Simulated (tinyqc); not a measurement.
Zigzag graphene nanoribbon in tight binding: one step. Levels and where the middle pair lives. Two cases, with inputs chosen for the exercise.

Question. Diagonalise H; average the weights of the two middle levels.

Case 1.

H(k) (eV), lower triangle:
```
,A1,B1,A2,B2,A3,B3,A4,B4,A5,B5,A6,B6
A1,0
B1,-1.069574,0
A2,0,-2.820000,0
B2,0,0,-1.069574,0
A3,0,0,0,-2.820000,0
B3,0,0,0,0,-1.069574,0
A4,0,0,0,0,0,-2.820000,0
B4,0,0,0,0,0,0,-1.069574,0
A5,0,0,0,0,0,0,0,-2.820000,0
B5,0,0,0,0,0,0,0,0,-1.069574,0
A6,0,0,0,0,0,0,0,0,0,-2.820000,0
B6,0,0,0,0,0,0,0,0,0,0,-1.069574,0
```

Case 2.

H(k) (eV), lower triangle:
```
,A1,B1,A2,B2,A3,B3,A4,B4,A5,B5,A6,B6
A1,0.410000
B1,-1.795115,-0.410000
A2,0,-2.890000,0.410000
B2,0,0,-1.795115,-0.410000
A3,0,0,0,-2.890000,0.410000
B3,0,0,0,0,-1.795115,-0.410000
A4,0,0,0,0,0,-2.890000,0.410000
B4,0,0,0,0,0,0,-1.795115,-0.410000
A5,0,0,0,0,0,0,0,-2.890000,0.410000
B5,0,0,0,0,0,0,0,0,-1.795115,-0.410000
A6,0,0,0,0,0,0,0,0,0,-2.890000,0.410000
B6,0,0,0,0,0,0,0,0,0,0,-1.795115,-0.410000
```

Give: levels; weights.

Answer.

Case 1.

levels (eV): -3.7931  -3.5123  -3.0745  -2.5346  -2.0064  -0.0072  0.0072  2.0064  2.5346  3.0745  3.5123  3.7931

weights: A1 0.428, B1 0.000, A2 0.062, B2 0.000, A3 0.009, B3 0.001, A4 0.001, B4 0.009, A5 0.000, B5 0.062, A6 0.000, B6 0.428

The two edge sites hold 85.6 % of the middle pair, against 16.7 % for an even spread.

Case 2.

levels (eV): -4.5701  -4.1799  -3.5579  -2.7486  -1.8313  -0.4228  0.4228  1.8313  2.7486  3.5579  4.1799  4.5701

weights: A1 0.313, B1 0.001, A2 0.120, B2 0.005, A3 0.045, B3 0.016, A4 0.016, B4 0.045, A5 0.005, B5 0.120, A6 0.001, B6 0.313

The two edge sites hold 62.5 % of the middle pair, against 16.7 % for an even spread.

Computed by tinyqc, one run a case: `OMP_NUM_THREADS=1 python tinyqc.py N N+1 out.jsonl` with N = 1482681, 1482693; one thread of a shared Intel(R) Xeon(R) Processor @ 2.30GHz, about 0.01 s a run at most.
